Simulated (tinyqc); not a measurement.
Inversion-layer mobility, back-scattering and ballistic limit of a field-effect transistor. Inputs raised by 5 %, one at a time. Computed by tinyqc, a small Python program. Command: `OMP_NUM_THREADS=1 python tinyqc.py 3020779 3020780 out.jsonl mos sens`. One thread of a shared host (Intel(R) Xeon(R) Processor @ 2.30GHz), about 0.01 s of CPU time with the checks.

The charge at the top of the source barrier is fixed by the gate; series resistance and short-channel effects are left out. F_j are Fermi integrals normalised to exp(eta) in the classical limit.

Inputs (values chosen for the exercise, modelled on a germanium p-channel):
```
quantity                                       value        unit
transport mass m                                0.19         m_0
valley degeneracy g_v                              1           -
weight w of the inversion charge               0.333           -
permittivity eps                                  16           -
phonon mobility at 1 MV/cm and 300 K, mu_ph      280  cm^2/(V s)
roughness mobility at 1 MV/cm, mu_sr             300  cm^2/(V s)
Coulomb mobility at N_inv = 1e12/cm^2, mu_C      320  cm^2/(V s)
electrical oxide thickness t_inv                 2.2          nm
depletion charge N_dep                       2.7e+11      1/cm^2
gate overdrive V_G - V_T                        0.13           V
drain voltage V_D                               0.54           V
channel length L                                 330          nm
exponent a of the critical length               0.59           -
temperature T                                    300           K
```

Statistics at the top of the barrier: non-degenerate.

Constants: eps_0 = 8.8541878128e-12 F/m; e = 1.602176634e-19 C; m_0 = 9.1093837015e-31 kg; k_B = 1.380649e-23 J/K; hbar = 1.054571817e-34 J s; k_B = 8.617333262e-05 eV/K.

Method:
- N_inv = 3.9 eps_0 (V_G - V_T)/(e t_inv); effective field E_eff = e (N_dep + w N_inv)/(eps eps_0).
- mu_phonon = mu_ph (E_eff/1 MV/cm)^(-0.3) (T/300 K)^(-1.75); mu_rough = mu_sr (E_eff/1 MV/cm)^(-2); mu_Coulomb = mu_C (N_inv/1e12 cm^-2) (T/300 K); Matthiessen's rule adds 1/mu.
- Non-degenerate: every F_j(eta) is replaced by exp(eta).
- Ballistic channel: N_2D = g_v m k_B T/(pi hbar^2), U = e V_D/(k_B T); eta_F solves N_inv = (N_2D/2)[F_0(eta_F) + F_0(eta_F - U)]; v_T = sqrt(2 k_B T/(pi m)); I/W = e (N_2D/2) v_T [F_1/2(eta_F) - F_1/2(eta_F - U)]; injection velocity v_T F_1/2(eta_F)/F_0(eta_F).
- Mean free path lambda = (2 k_B T/e)(mu/v_T) F_0(eta_0)/F_-1/2(eta_0), with eta_0 from N_inv = N_2D F_0(eta_0); critical length l = L (1 + U)^(-a), an empirical rule; back-scattering r = l/(l + lambda). Then eta solves N_inv = (N_2D/2)[(1 + r) F_0(eta) + (1 - r) F_0(eta - U)] and I/W = e (N_2D/2) v_T (1 - r)[F_1/2(eta) - F_1/2(eta - U)].
- Ballistic ratio: I over the ballistic current. Apparent mobility 1/(1/mu + 1/mu_B), mu_B = mu L/lambda.

Runs; columns: (1) input moved; (2) from; (3) to; (4) ballistic ratio; (5) ballistic current I/W (microampere/micrometre); (6) mean free path lambda (nm); (7) injection velocity (1e7 cm/s):
```
(1)                                                        (2)     (3)      (4)    (5)    (6)    (7)
base run                                                     -       -  0.08652  251.9  10.12  1.234
transport mass m (m_0)                                    0.19  0.1995  0.08847  245.8  10.37  1.205
phonon mobility at 1 MV/cm and 300 K, mu_ph (cm^2/(V s))   280     294  0.08806  251.9  10.32  1.234
Coulomb mobility at N_inv = 1e12/cm^2, mu_C (cm^2/(V s))   320     336  0.08881  251.9  10.42  1.234
gate overdrive V_G - V_T (V)                              0.13  0.1365  0.08848  264.5  10.37  1.234
drain voltage V_D (V)                                     0.54   0.567  0.08872  251.9  10.12  1.234
channel length L (nm)                                      330   346.5  0.08274  251.9  10.12  1.234
temperature T (K)                                          300     315  0.08568  258.1  10.29  1.265
```

Exponents ln(y'/y) / ln(x'/x):
```
input                                        ballistic ratio  ballistic current I/W  mean free path lambda  injection velocity
transport mass m                                       0.456                   -0.5                  0.500                -0.5
phonon mobility at 1 MV/cm and 300 K, mu_ph            0.362                    0.0                  0.396                 0.0
Coulomb mobility at N_inv = 1e12/cm^2, mu_C            0.535                    0.0                  0.587                 0.0
gate overdrive V_G - V_T                               0.460                    1.0                  0.504                 0.0
drain voltage V_D                                      0.514                    0.0                  0.000                 0.0
channel length L                                      -0.915                    0.0                  0.000                 0.0
temperature T                                         -0.199                    0.5                  0.344                 0.5
```

Which inputs matter most for each result?

Among the inputs moved here: ballistic ratio answers most in size to channel length L (exponent -0.915), next to Coulomb mobility at N_inv = 1e12/cm^2, mu_C (+0.535). Ballistic current I/W answers most in size to gate overdrive V_G - V_T (exponent +1.000), next to transport mass m (-0.500); its exponent is below 0.0005 for phonon mobility at 1 MV/cm and 300 K, mu_ph, Coulomb mobility at N_inv = 1e12/cm^2, mu_C, drain voltage V_D, channel length L. mean free path lambda answers most in size to Coulomb mobility at N_inv = 1e12/cm^2, mu_C (exponent +0.587), next to gate overdrive V_G - V_T (+0.504); its exponent is below 0.0005 for drain voltage V_D, channel length L. injection velocity answers most in size to transport mass m (exponent -0.500), and about equally to temperature T (+0.500); its exponent is below 0.0005 for phonon mobility at 1 MV/cm and 300 K, mu_ph, Coulomb mobility at N_inv = 1e12/cm^2, mu_C, gate overdrive V_G - V_T, drain voltage V_D, channel length L. Its exponent -0.500 in transport mass m: a thermal velocity. Its exponent +0.500 in temperature T: a thermal velocity.

Caution (all rows): eta_F is above -1, so the non-degenerate formulas understate the injection velocity and the current. Caution (all rows): the current exceeds the long-channel drift law, so the empirical rule for l, meant for short channels, is too generous here.
